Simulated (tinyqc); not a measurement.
From screening to the Mott criterion: hydrogenic impurity: series, fields, screening, photoionisation and donor-acceptor pairs. Computed by tinyqc, a small Python program. Command: `OMP_NUM_THREADS=1 python tinyqc.py 3027382 3027383 out.jsonl hydrogenic walk`. One thread of a shared host (Intel(R) Xeon(R) Processor @ 2.30GHz), about 0.01 s of CPU time with the checks.

One isotropic, parabolic band. Effective units: Ry* and a*, in which H = -nabla^2 - 2/r.

Inputs (values chosen for the exercise, modelled on InAs): electron mass m = 0.0257 m_0; dielectric constant eps = 15.7; donor density N = 4.9e+12 cm^-3.

Parts treated: magnetic field and screening.

Constants: Ry = 13.605693123 eV; a_0 = 0.529177210903 angstrom; h x 1 THz = 4.135667696 meV.

Method:
- Ry* = Ry m/eps^2, a* = a_0 eps/m; level n is bound by Ry*/n^2; <r> = (3/2) a* in 1s; lines 1s -> np at Ry* (1 - 1/n^2); 1 THz = 4.135667696 meV.
- Thomas-Fermi screening by N free electrons of one valley, taken as a degenerate gas (the hypothesis that all donors are ionised): q a* = sqrt(4 k_F a*/pi), k_F = (3 pi^2 N)^(1/3).
- Screened potential -(2/r) exp(-q r). Basis exp(-zeta r), zeta_k = 0.02 x 1.6^k, k = 0..23: S = 2/s^3, T = zeta_i zeta_j S, V = -2/(s + q)^2 with s = zeta_i + zeta_j; overlap eigenvalues below 1e-11 are dropped.
- First order: 1 - 2 q a*. One exponent: the maximum over zeta of 8 zeta^3/(2 zeta + q)^2 - zeta^2 (golden section on 0.01 to 1.2).

a* = 323.272 angstrom

Binding (Ry*):
```
N^(1/3) a*   N (cm^-3)     q a*  first order  one exponent    basis
0.0011      3.9398e+07  0.06582      0.86835       0.87459  0.87459
0.0033      1.0637e+09  0.11401      0.77198       0.79016  0.79018
0.0082      1.6321e+10  0.17972      0.64056       0.68418  0.68428
0.0160      1.2124e+11  0.25105      0.49791       0.58005  0.58040
0.0270      5.8262e+11  0.32612      0.34777       0.48166  0.48249
0.0410      2.0401e+12  0.40187      0.19626       0.39309  0.39471
0.0550      4.9248e+12  0.46545      0.06910       0.32645  0.32902
```

What follows from these numbers?

The binding falls from 0.875 to 0.329 Ry*. First order, a constant shift of the potential, overshoots. One exponent loses the state at q a* = 1 (N^(1/3) a* = 0.254, the classic form of the Mott criterion); the full basis keeps it to 1.19. The dilute rows are formal, since there the electrons are bound or non-degenerate.

Extremes, crossings and ranges named in words are read from the listed rows.
